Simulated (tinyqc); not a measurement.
Inside a calculation. Model: IGBT as a p-i-n diode in series with a MOS channel, on-state and switching loss.

Program tinyqc, `OMP_NUM_THREADS=1 python tinyqc.py 2590113 2590114 out.jsonl`; Intel Xeon 2.30GHz, shared host, one thread, about 0.01 s. Printed values are rounded.

High injection (n = p) in a drift layer from x = -W/2 (anode) to +W/2 (cathode side), recombination only in the layer with lifetime tau, ideal emitters. The channel feeds the cathode side and carries the whole current. Auger recombination, carrier-carrier scattering, emitter losses and the carrier dip under the p body are left out.

Values chosen for this exercise; material values close to those of silicon: temperature T = 300 K; band gap Eg = 1.14 eV; conduction-band density of states at T Nc = 2.79e19 cm^-3; valence-band density of states at T Nv = 2.6e19 cm^-3; electron mobility mn = 1400 cm^2/(V s); hole mobility mp = 480 cm^2/(V s); width of the drift layer W = 110 um; doping of the drift layer Nd = 7.2e13 cm^-3; high-injection lifetime tau = 1.1 us; current density J = 100 A/cm^2; channel and accumulation resistance Rch = 0.99 mohm cm^2; link voltage Vdc = 600 V; turn-off energy per stored charge and link voltage ks = 0.09; switching frequency f = 2 kHz.

Constants: q = 1.602176634e-19 C, kB = 1.380649e-23 J/K, Vt = kB T/q. Results are converted to the units shown.

## Ambipolar length

b = mn/mp, B = (b - 1)/(b + 1), La = sqrt(2 Vt mn mp tau/(mn + mp)), y = W/(2 La).

b = 2.91667
B = 0.489362
La = 45.0883 um
y = 1.21983

## Carrier profile

2 x/W, point 0 to 8: -1  -0.75  -0.5  -0.25  0  0.25  0.5  0.75  1

n(x) = (tau J/(2 q La))[cosh(x/La)/sinh y - B sinh(x/La)/cosh y]. x/La = (2 x/W) y.

n, point 0 to 8 (cm^-3): 1.21962e17  9.25590e16  7.18304e16  5.78339e16  4.92576e16  4.52979e16  4.55836e16  5.01415e16  5.93987e16

The density is 2.05 times higher at the anode than at the cathode side, since holes are the slower carriers; its smallest listed value is 629 times Nd.

## On-state voltage

n(x) = (tau J/(2 q La))[cosh(x/La)/sinh y - B sinh(x/La)/cosh y]. Vm = Vt [(8 b/(b + 1)^2)(sinh y/s) arctan(s sinh y) + B ln((1 + B tanh^2 y)/(1 - B tanh^2 y))], s = sqrt(1 - B^2 tanh^2 y); Vj = Vt ln(n(-W/2) n(W/2)/ni^2), ni = sqrt(Nc Nv) exp(-Eg/(2 Vt)), Eg in volts; Vc = J Rch; Von = Vm + Vj + Vc.

Vm = 0.0726762 V
Vj = 0.842334 V
Vc = 0.099 V
Von = 1.01401 V

Vm does not depend on J, since the carrier density grows with it. Junctions, layer and channel take 83, 7.2 and 9.8 % of Von.

## Stored charge, losses and the unipolar alternative

Stored charge tau J, turn-off energy Eoff = ks tau J Vdc, loss at half duty 0.5 J Von + f Eoff. A unipolar device on the same layer has Vu = J (W/(q mn Nd) + Rch).

stored charge = 110 uC/cm^2
Eoff = 5.94 mJ/cm^2
conduction loss = 50.7005 W/cm^2
switching loss = 11.88 W/cm^2
Vu = 68.2107 V

Both losses would be equal at f = 8.54 kHz.
